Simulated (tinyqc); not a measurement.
## Donor binding, ionisation and the Mott limit: Freeze-out

Hydrogenic donor: Ry = (m0 q^3/(8 eps0^2 h^2)) me/eps_r^2 in eV, E0 = cc Ry, radius a = q/(8 pi eps0 eps_r E0), Mott density Nm = (0.26/a)^3. Below Nm the level sinks as Ed = E0 [1 - (N/Nm)^(1/3)]. Neutrality: Nc F12(eta) = N/(1 + 2 exp(eta + Ed/kB T)), F12(x) = (2/sqrt(pi)) int_0^infinity sqrt(u)/(1 + exp(u - x)) du.

Nc is given at 77 K and scales as T^1.5.

Parameters, values chosen for the exercise; band and dielectric values close to those of 4H silicon carbide:
```
symbol,value,unit,meaning
eps_r,9.62,,relative permittivity
me,0.365,m0,"mass in the hydrogenic formula, set independently of Nc"
Nc,2.21e18,cm^-3,conduction-band density of states at 77 K
cc,1.7,,ratio of the true binding energy to the hydrogenic one
N,1.8e18,cm^-3,donor density
```

Constants: q = 1.602176634e-19 C, kB = 1.380649e-23 J/K, eps0 = 8.8541878128e-12 F/m, h = 6.62607015e-34 J s, m0 = 9.1093837015e-31 kg, Vt = kB T/q. Results are converted to the units shown.

Result of one run:

| eta | n (cm^-3) | ionised (%) | ln(n/T^0.75) |
|---|---|---|---|
| -4.560 | 2.441e16 | 1.356 | 34.45 |

Which temperature T gave this result: 45, 80, 110, 300 or 400 K?

T = 80 K.

The whole series:

| T (K) | eta | n (cm^-3) | ionised (%) | ln(n/T^0.75) |
|---|---|---|---|---|
| 30 | -10.61 | 1.321e13 | 7.340e-4 | 27.66 |
| 45 | -7.294 | 6.709e14 | 0.03727 | 31.28 |
| 60 | -5.699 | 5.088e15 | 0.2827 | 33.09 |
| 80 | -4.560 | 2.441e16 | 1.356 | 34.45 |
| 110 | -3.704 | 9.217e16 | 5.120 | 35.54 |
| 150 | -3.189 | 2.441e17 | 13.56 | 36.28 |
| 220 | -2.902 | 5.751e17 | 31.95 | 36.85 |
| 300 | -2.902 | 9.156e17 | 50.87 | 37.08 |
| 400 | -3.054 | 1.215e18 | 67.48 | 37.15 |

The ionised share rises from 7.34e-4 to 67.5 %. Between the first two rows ln(n/T^0.75) has the slope -28.1 meV against q/kB T; deep freeze-out without compensation gives -Ed/2 = -28.1 meV.

Range of the model: A sharp level with degeneracy 2 overstates freeze-out near Nm, where the impurity band broadens and merges with the conduction band.

Program tinyqc, `OMP_NUM_THREADS=1 python tinyqc.py 2330131 2330132 out.jsonl`; Intel Xeon 2.30GHz, shared host, one thread, about 0.01 s.
